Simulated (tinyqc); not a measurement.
Surface potential of a MOS transistor: implicit equation and explicit approximations: one step of the calculation.

p-type body, charge-sheet picture, depletion and inversion only, full ionisation (an idealisation for deep acceptors), Boltzmann statistics (rough once Na exp(x - xn) passes about Nc/7). In units of Vt: xg = (Vg - Vfb)/Vt, x = psi/Vt, G = gamma/sqrt(Vt), xn = (2 phiF + Vc)/Vt. The implicit equation is (xg - x)^2 = G^2 [x - 1 + exp(x - xn)] for x above about 3. Cox = eps0 eox/tox.

Problem. Scales. ni = sqrt(Nc Nv) exp(-Eg/(2 Vt)), Eg in volts; phiF = Vt ln(Na/ni); gamma = sqrt(2 q eps0 eps_r Na)/Cox; VT = Vfb + Vt (xn + G sqrt(xn - 1)).

Inputs (values chosen for the exercise); band and dielectric values close to those of silicon:
```
symbol,value,unit,meaning
T,250,K,temperature
Eg,1.12,eV,band gap
eps_r,11.5,,relative permittivity
Nc,2.13e19,cm^-3,conduction-band density of states at T
Nv,1.98e19,cm^-3,valence-band density of states at T
eox,8.81,,relative permittivity of the gate insulator (close to aluminium oxide)
tox,17,nm,insulator thickness
Na,1.6e17,cm^-3,acceptor density
Vfb,-0.42,V,flat-band voltage
Vc,0,V,channel-body voltage
Vg,0.79,V,gate-body voltage
```

Constants: q = 1.602176634e-19 C, kB = 1.380649e-23 J/K, Vt = kB T/q, eps0 = 8.8541878128e-14 F/cm where lengths are in cm. Results are converted to the units shown.

Find: phiF; gamma; G; xn; VT; xg.

Solution.

phiF = 0.45541 V
gamma = 0.49794 V^0.5
G = 3.3925
xn = 42.279
VT = 0.96039 V
xg = 56.166

Computed by the program tinyqc: `OMP_NUM_THREADS=1 python tinyqc.py 2122236 2122237 out.jsonl`, one thread of a shared Intel Xeon 2.30GHz, about 0.01 s for the whole run.
